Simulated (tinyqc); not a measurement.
# From period in theta back to film thickness d

Model: X-ray reflectivity of a thin film on silicon: critical angles, Parratt recursion, fringes and roughness. Computed by tinyqc, a small Python program. Command: `OMP_NUM_THREADS=1 python tinyqc.py 3121383 3121384 out.jsonl xrr inv`. One thread of a shared host (Intel(R) Xeon(R) Processor @ 2.30GHz), about 0.01 s of CPU time with the checks.

n = 1 - delta + i beta; the classical electron radius is r_e = 2.8179403e-6 nm. Layer 0 is vacuum, 1 the film, 2 the substrate.

Inputs (values chosen for the exercise, modelled on copper on silicon, copper K-alpha radiation): wavelength lambda = 0.15406 nm; film density rho = 8.83 g/cm^3; effective electrons per unit mass, film = 0.452 mol/g; beta/delta, film = 0.024; roughness of the surface sigma_1 = 0.46 nm; roughness of the interface sigma_2 = 0.3 nm; substrate density = 2.33 g/cm^3; effective electrons per unit mass, substrate = 0.507 mol/g; beta/delta, substrate = 0.023; grazing angle theta = 1.84 degrees.

Constants: N_A = 6.02214076e+23 1/mol.

Method:
- delta = r_e lambda^2 rho_e/(2 pi), rho_e = density x electrons per mass x N_A; critical angle sqrt(2 delta), q_c = 4 sqrt(pi r_e rho_e).
- k_j = (2 pi/lambda) sqrt(sin^2 theta - 2 delta_j + 2 i beta_j); r_ij = (k_i - k_j)/(k_i + k_j) x exp(-2 k_i k_j sigma^2) (Nevot-Croce); r = (r_01 + r_12 p)/(1 + r_01 r_12 p), p = exp(2 i k_1 d); R = |r|^2.
- Far above the critical angle the period is d theta = lambda/(2 d), or 2 pi/d in q; the envelope runs between (|r_01| - |r_12 p|)^2 and (|r_01| + |r_12 p|)^2; contrast = 2 a b/(a^2 + b^2) with a = |r_01|, b = |r_12 p|; roughness factors on the amplitudes are about exp(-q^2 sigma^2/2).

Problem. A run gave the result below. Find the film thickness d, known to lie between 3.3 and 10 nm.

period in theta = 0.7957977 degrees

Solution.

Each step takes the trial c = (a f_b - b f_a)/(f_b - f_a), f being the result less the target and a, b, c the logarithms of the listed values; c replaces end b, the old b replaces a if the sign of f changed, and otherwise f_a is halved.

Scan of the range:
```
film thickness d (nm)  period in theta (degrees)
3.30                                     1.33742
3.97                                     1.11171
4.78                                     0.92333
5.74                                     0.76890
6.91                                     0.63871
8.31                                     0.53111
10.00                                    0.44135
```

False position (Illinois rule, in the logarithm of the input) inside the bracket:
```
step    end a    end b    trial  period in theta (degrees)
1     4.78000  5.74000  5.55991                   0.793806
2     4.78000  5.55991  5.53452                   0.797448
3     5.55991  5.53452  5.54601                   0.795796
4     5.53452  5.54601  5.54600                   0.795798
5     5.53452  5.54600  5.54600                   0.795798
6     5.54600  5.54600  5.54600                   0.795798
```

Period in theta falls at every point of a 13-point scan of the range (every second point is shown), so one value fits; it is bracketed by 4.78 and 5.74. The scan shows a pure power law with exponent -1.0000, so scaling from any one row also gives the answer directly. Answer: film thickness d = 5.546 nm.
